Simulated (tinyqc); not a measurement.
Slope factor and drain-induced lowering from three currents.

Inverse problem. With source and body at 0 V, I = A exp((Vg + dd Vd)/(nf Vt)) (1 - exp(-Vd/Vt)). Find nf, the swing nf Vt ln 10 and dd.

Inputs (values chosen for the exercise): temperature T = 300 K.

Constants: q = 1.602176634e-19 C, kB = 1.380649e-23 J/K, Vt = kB T/q. Results are converted to the units shown.

currents at (Vg, Vd) = (0, 0.05), (0, 1.1) and (0.11, 1.1) V (nA/um): 2.9966711e-4  0.0044350561  0.12319287

Answer. The pair at equal Vd gives nf; the pair at equal Vg, after dividing out the factors 1 - exp(-Vd/Vt), gives dd.

nf = 1.28
swing = 76.2 mV/decade
dd = 0.0800

tinyqc, about 0.03 s, one thread, Intel Xeon 2.30GHz (shared host): `OMP_NUM_THREADS=1 python tinyqc.py 2242170 2242171 out.jsonl`
